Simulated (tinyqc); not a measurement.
# Narrowing from the saturation current

Problem. A uniform n-type emitter has J0 = (q p0 D/L)(s + tanh(W/L))/(1 + s tanh(W/L)), D = mup Vt, s = S L/D, and p0 = (ni^2/N) exp(dE_app/kB T), where dE_app = dEg + kB T ln[(N/Nc) exp(-eta)]. Find p0, dE_app and dEg.

Inputs (values chosen for the exercise); band and dielectric values close to those of silicon:
- T = 300 K (temperature)
- Nc = 2.77e19 cm^-3 (conduction-band density of states at 300 K)
- N = 2.7e19 cm^-3 (ionised donor density)
- mup = 240 cm^2/(V s) (minority-hole mobility)
- W = 180 nm (emitter width)
- S = 2600 cm/s (recombination velocity at the contact)

Constants: q = 1.602176634e-19 C, kB = 1.380649e-23 J/K, Vt = kB T/q. Results are converted to the units shown.

J0 = 71.463437 fA/cm^2
L = 1712.4536 nm
ni = 1.0639215e10 cm^-3
converged eta = 0.31445373

Answer. J0 gives p0, its ratio to ni^2/N gives dE_app, and the degeneracy term is taken off.

p0 = 70.28 cm^-3
dE_app = 72.88 meV
dEg = 81.67 meV

tinyqc, about 0.01 s, one thread, Intel Xeon 2.30GHz (shared host): `OMP_NUM_THREADS=1 python tinyqc.py 2330053 2330054 out.jsonl`
